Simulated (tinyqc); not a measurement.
Pariser-Parr-Pople SCF with singles CI, for the molecule C=Cc1ccccc1 (SMILES; centres numbered as the heavy atoms are written), step by step. One step of it, computed by the program tinyqc.

Task: PPP integrals. Ohno: gamma = 14.399645/sqrt(R^2 + a^2), a = 2 x 14.399645/(gamma_rr + gamma_ss); H_rr = -W_r - sum_(s != r) z_s gamma_rs; H_rs = beta for bonds.

Centres (angstrom, eV; a flat drawing with bonds scaled to 1.40 angstrom):
```
centre          x          y  core charge z          W   gamma_rr
1C      -2.879000   0.438000              1  11.160000  11.130000
2C      -1.930000  -0.591000              1  11.160000  11.130000
3C      -0.564000  -0.283000              1  11.160000  11.130000
4C       0.385000  -1.311000              1  11.160000  11.130000
5C       1.751000  -1.003000              1  11.160000  11.130000
6C       2.167000   0.333000              1  11.160000  11.130000
7C       1.218000   1.362000              1  11.160000  11.130000
8C      -0.148000   1.054000              1  11.160000  11.130000
```

Resonance integrals (eV):
```
i  j       beta
1  2  -2.550000
2  3  -2.550000
3  4  -2.550000
4  5  -2.550000
5  6  -2.550000
6  7  -2.550000
7  8  -2.550000
8  3  -2.550000
```

Give: repulsion gamma_rs; core matrix H.

Result:

repulsion gamma_rs (eV), lower triangle:
```
         1C       2C       3C       4C       5C       6C       7C       8C
1C  11.1300
2C   7.5544  11.1300
3C   5.2396   7.5530  11.1300
4C   3.6710   5.2401   7.5566  11.1300
5C   2.8692   3.6702   5.2401   7.5530  11.1300
6C   2.7637   3.2766   4.6690   5.2398   7.5560  11.1300
7C   3.2766   3.6696   5.2387   4.6688   5.2402   7.5544  11.1300
8C   4.6690   5.2387   7.5532   5.2402   4.6691   5.2396   7.5530  11.1300
```

core matrix H (eV), lower triangle:
```
          1C        2C        3C        4C        5C        6C        7C        8C
1C  -41.2035
2C   -2.5500  -47.3626
3C    0.0000   -2.5500  -54.2101
4C    0.0000    0.0000   -2.5500  -50.3294
5C    0.0000    0.0000    0.0000   -2.5500  -47.9577
6C    0.0000    0.0000    0.0000    0.0000   -2.5500  -47.4592
7C    0.0000    0.0000    0.0000    0.0000    0.0000   -2.5500  -48.3613
8C    0.0000    0.0000   -2.5500    0.0000    0.0000    0.0000   -2.5500  -51.3227
```
